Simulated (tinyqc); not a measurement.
Plasmons of a degenerate electron gas in the random-phase approximation: one step. Where Landau damping starts. Three cases, with inputs chosen for the exercise.

Task: Find qc at which the plasmon meets the top of the continuum, eps(qc, c (qc^2 + 2 qc kF)/m) = 0, and compare with Ep/(hbar vF).

Zero temperature, parabolic band: kF = (3 pi^2 n)^(1/3), EF = c kF^2/m, Ep^2 = 8 pi c e2 n/(m eb), qTF^2 = 6 pi e2 n/(eb EF), c = hbar^2/2m0, e2 = e^2/(4 pi eps0), n in 1/angstrom^3 (1e-24 per 1/cm^3).

Lindhard function: eps(q, E)/eb = 1 + (qTF/q)^2 (f1 + i f2) with z = q/(2 kF), u = E/(hbar vF q), hbar vF = 2 c kF/m; f1 = 1/2 + [h(z - u) + h(z + u)]/(8 z), h(x) = (1 - x^2) ln|(x + 1)/(x - 1)|; f2 = pi u/2 for z + u < 1, (pi/(8 z))(1 - (z - u)^2) for |z - u| < 1 < z + u, else 0. Pairs exist for c (q^2 - 2 q kF)/m < E < c (q^2 + 2 q kF)/m.

Constants: hbar^2/2m0 = 3.80998211 eV angstrom^2; e^2/(4 pi eps0) = 14.39964547 eV angstrom.

Case 1.

Values chosen (out of a larger set: mass and background constant near those of InP; polar phonons, which mix with the plasmon in the real crystal, and the rise of the mass with filling are left out; not measured data): n = 2.6e+18 1/cm^3 (electron density); m = 0.0794 m0 (mass); eb = 9.57 (background dielectric constant).

Case 2.

Values chosen (out of a larger set: mass and background constant near those of GaSb; polar phonons, which mix with the plasmon in the real crystal, and the rise of the mass with filling are left out, as are the L valleys, which fill above about 0.08 eV; not measured data): n = 2e+19 1/cm^3 (electron density); m = 0.0413 m0 (mass); eb = 14.9 (background dielectric constant).

Case 3.

Values chosen (out of a larger set: a free-electron density near that of Al; not measured data): n = 1.85e+23 1/cm^3 (electron density); m = 1 m0 (mass); eb = 1 (background dielectric constant).

Give: qc; qc/kF; energy there; Ep/(hbar vF).

Result:

Case 1.

qc = 0.02085 1/angstrom
qc/kF = 0.490
energy there = 106.0 meV
Ep/(hbar vF) = 0.01682 1/angstrom

The simple estimate is 0.807 times qc.

Case 2.

qc = 0.02044 1/angstrom
qc/kF = 0.243
energy there = 355.2 meV
Ep/(hbar vF) = 0.01366 1/angstrom

The simple estimate is 0.669 times qc.

Case 3.

qc = 1.299 1/angstrom
qc/kF = 0.737
energy there = 23.88 eV
Ep/(hbar vF) = 1.189 1/angstrom

The simple estimate is 0.915 times qc.

Computed by tinyqc, one run a case: `OMP_NUM_THREADS=1 python tinyqc.py N N+1 out.jsonl` with N = 1681286, 1681662, 1681961; one thread of a shared Intel(R) Xeon(R) Processor @ 2.30GHz, about 0.01 s a run at most.
